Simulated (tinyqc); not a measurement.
Resonant-tunnelling diode, transfer matrices and Tsu-Esaki current: current against voltage.

Emitter (band edge 0), barrier d1, well Lw, barrier d2, spacer ds, collector (edge -V). The bias drops linearly over these layers and none in the contacts; each layer is cut into ns equal slices, flat at the value of their centres. E is the energy of motion across the layers, C = hbar^2/(2 m0), psi and psi'/m are continuous. Transport is coherent, T(E) is taken as independent of the transverse momentum, and charge in the well is ignored.

For the pair (psi, psi'/m) a flat layer has M = [[cos kd, (m/k) sin kd], [-(k/m) sin kd, cos kd]] with k = sqrt(m (E - U)/C) above its edge U, and M = [[cosh Kd, (m/K) sinh Kd], [(K/m) sinh Kd, cosh Kd]] with K = sqrt(m (U - E)/C) below it. Later slices stand to the left. With M acting on (psi, psi'/m) and v = k/m in each lead, T(E) = 4 vL vR/[(vL vR M12 - M21)^2 + (vR M11 + vL M22)^2]. J = J0 times the integral over E > 0 of T(E) N(E), N = ln[(1 + exp((Ef - E)/Vt))/(1 + exp((Ef - V - E)/Vt))], J0 = q^2 mw m0 kB T/(2 pi^2 hbar^3) (times 1e-4 for A/cm^2 per eV). The integral is converged to the digits shown.

Values chosen for this exercise; masses and offsets close to those of InGaAs wells and AlAs barriers:

| symbol | value | unit | meaning |
|---|---|---|---|
| T | 200 | K | temperature |
| mw | 0.041 | m0 | mass in the well, spacer and contacts |
| U1 | 1.2 | eV | barrier height |
| m1 | 0.15 | m0 | barrier mass |
| d1 | 1.1 | nm | emitter barrier |
| Lw | 2.3 | nm | well width |
| d2 | 1.1 | nm | collector barrier |
| ns | 2 |  | slices in each layer |
| ds | 3.1 | nm | undoped spacer after the collector barrier |
| Ef | 0.11 | eV | Fermi energy of both contacts above their band edges |

Constants: q = 1.602176634e-19 C, kB = 1.380649e-23 J/K, hbar = 1.054571817e-34 J s, m0 = 9.1093837015e-31 kg, Vt = kB T/q, hbar^2/(2 m0) = 0.0380998212 eV nm^2. Results are converted to the units shown.

Current against voltage:
```
V (V),J (kA/cm^2)
0.115,0.7063
0.275,1.640
0.435,4.901
0.594,24.28
0.754,156.1
0.914,498.7
1.074,536.9
1.234,39.62
1.393,16.60
1.553,10.76
1.713,8.397
```

Among the rows the current peaks at 537 kA/cm^2 at V = 1.074 V and falls to 8.40 kA/cm^2 at 1.713 V, a ratio of 63.9 (it is still falling in the last row, so the valley lies there or beyond). At zero bias the resonance lies at 0.341 eV and the centre of the well takes the share 0.296 of the bias, so the level should reach the emitter band edge near V = 1.15 V; beyond that only the tail of the broadened level (width 17.0 meV at zero bias) and off-resonant tunnelling carry current. Without scattering and space charge the valley comes out far lower than in a real diode. In 9 of the 11 rows the bias alone exceeds 0.4 V, so electrons enter the collector far above its band edge, where real bands are no longer parabolic.

tinyqc, about 0.07 s, one thread, Intel Xeon 2.30GHz (shared host): `OMP_NUM_THREADS=1 python tinyqc.py 2600063 2600064 out.jsonl`
